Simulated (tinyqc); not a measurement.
# Octagonal on-chip spiral inductor, lumped pi model: effects of single changes

Outer diameter do = di + 2 n wd + 2 (n - 1) sp, mean da = (do + di)/2, fill p = (do - di)/(do + di), length l = 3.314 n da. L = 2.25 mu0 n^2 da/(1 + 3.55 p), mu0 = 4 pi 1e-7 H/m. Rs = rho l/(wd delta (1 - exp(-th/delta))), delta = sqrt(rho/(pi f mu0)). Cs = n wd^2 eps0 eo/hu across the coil. At each end Cox = l wd eps0 eo/(2 ho) leads to the substrate branch Rsi = 2 rs he/(l wd) in parallel with Csi = l wd eps0 11.7/(2 he). With one end grounded Y = 1/(Rs + i w L) + i w Cs + 1/[1/(i w Cox) + 1/(1/Rsi + i w Csi)], w = 2 pi f; Q = -Im Y/Re Y. Eddy currents in neighbouring turns and in the substrate are left out.

Inputs (values chosen for the exercise); values of the order met in silicon radio-frequency processes: number of turns n = 4.5; line width wd = 10 um; space between turns sp = 3 um; inner diameter di = 100 um; metal thickness th = 4 um; metal resistivity rho = 1.9 uohm cm; oxide below the coil ho = 9.5 um; oxide between coil and underpass hu = 1.3 um; relative permittivity of the oxide eo = 3.9; substrate resistivity rs = 20 ohm cm; effective spreading depth in the substrate he = 50 um; frequency f = 1.8 GHz.

Constants: eps0 = 8.8541878128e-12 F/m. Results are converted to the units shown.

Each table varies one quantity; the others keep the values above.

## Quality factor against frequency

Apparent inductance Im(1/Y)/w; share of the loss Re(substrate branch)/Re Y.

Quality factor against frequency:
```
f (GHz)  Rs (ohm)  w L/Rs       Q  apparent inductance (nH)  loss in the substrate (%)
0.25       1.6789  3.6744  3.6720                    3.9291                  0.0091285
0.41       1.8669  5.4192  5.4083                    3.9324                   0.056386
0.67       2.1207  7.7957  7.7407                    3.9410                    0.33513
1.1        2.4716  10.982  10.674                    3.9632                     1.8678
1.8        2.9501  15.056  13.455                    4.0165                     8.5013
2.9        3.5807  19.985  14.023                    4.1341                     25.946
4.8        4.4827  26.422  11.039                    4.4415                     52.430
7.9        5.6788  34.327  6.3867                    5.4246                     73.693
13         7.2515  44.237  1.5248                    10.794                     86.458
```

Q goes from 3.67 through a maximum of 14.0 (at f = 2.9 GHz among the rows listed) to 1.52; the exact peak is 14.2 at 2.49 GHz and Q reaches zero at the self-resonance, 15.1 GHz. The share of the substrate rises from 0.00913 to 86.5 %, and the apparent inductance ends at 2.75 times L. At the peak the substrate takes 19.1 % of the loss. For f = 13 the coil is longer than 0.15 of a wavelength in the oxide, where one lumped section is rough.

## Effect of the line width

Same model as above.

Peak Q and its frequency from a search over f; self-resonance where Im Y = 0; Q at the given f (negative beyond resonance).

Effect of the line width:
```
wd (um)  L (nH)  do (um)  peak Q  f of the peak (GHz)  self-resonance (GHz)  Q at f
2         4.332    139.0   8.844                12.14                 45.29   4.288
4         4.116    157.0   11.02                6.022                 29.53   7.461
6         4.000    175.0   12.36                3.969                 22.38   9.938
9         3.932    202.0   13.81                2.727                 16.48   12.73
13        3.950    238.0   15.21                2.013                 12.11   15.09
18        4.067    283.0   16.47                1.562                 8.939   16.21
25        4.316    346.0   17.74                1.212                 6.359   15.12
```

As wd goes from 2 to 25, L goes from 4.33 through a minimum of 3.93 (at wd = 9 among the rows listed) to 4.32 nH, the peak Q rises from 8.84 to 17.7, its frequency falls from 12.1 to 1.21 GHz and the self-resonance falls from 45.3 to 6.36 GHz.

Program tinyqc, `OMP_NUM_THREADS=1 python tinyqc.py 2302197 2302198 out.jsonl`; Intel Xeon 2.30GHz, shared host, one thread, about 0.01 s.
